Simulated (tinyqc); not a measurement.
Input admittance of a MOSFET at zero drain bias: distributed channel and distributed gate: one step of the calculation.

Source and drain grounded, strong inversion, w = 2 pi f, Cox = eps0 eox/tox. The channel is an RC line of resistance 1/(mu Cox Vo) per square fed from both ends, so one finger has the intrinsic admittance y = i w Cox L tanh(g)/g per width, g = (1/2) sqrt(i w tau), tau = L^2/(mu Vo). The vertical resistance rv/L is in series with y, the overlaps 2 i w Cov in parallel: y_t = 1/(1/y + rv/L) + 2 i w Cov. The gate strip is a line of Rsh/L per length loaded by y_t, so a finger has Y = y_t Wf tanh(k)/k, k = (Wf/sd) sqrt(y_t Rsh/L); the device has Nf Y.

Task. Admittance of the channel and stack per width. tau, g, c = Cox L, y and y_t as defined.

Parameters, values chosen for the exercise; values of the order met in silicon radio-frequency transistors:
- eox = 9.18 (relative permittivity of the gate insulator (close to aluminium oxide))
- tox = 5.4 nm (insulator thickness)
- L = 0.41 um (channel length)
- mu = 180 cm^2/(V s) (channel mobility)
- Vo = 0.6 V (gate overdrive)
- rv = 4.9 ohm um^2 (vertical resistivity of the gate stack)
- Cov = 0.26 fF/um (overlap and fringe capacitance on each side)
- f = 33 GHz (frequency)

Constants: eps0 = 8.8541878128e-14 F/cm where lengths are in cm. Results are converted to the units shown.

Wanted: tau; g; c; y; y_t.

Result.

tau = 15.565 ps
g = 0.63515+0.63515i
c = 6.1714 fF/um
y = 311.4+1179.3i uS/um
y_t = 326.6+1278.1i uS/um

w tau = 3.23, and Im y is 0.922 of w c.

tinyqc, about 0.01 s, one thread, Intel Xeon 2.30GHz (shared host): `OMP_NUM_THREADS=1 python tinyqc.py 2262143 2262144 out.jsonl`
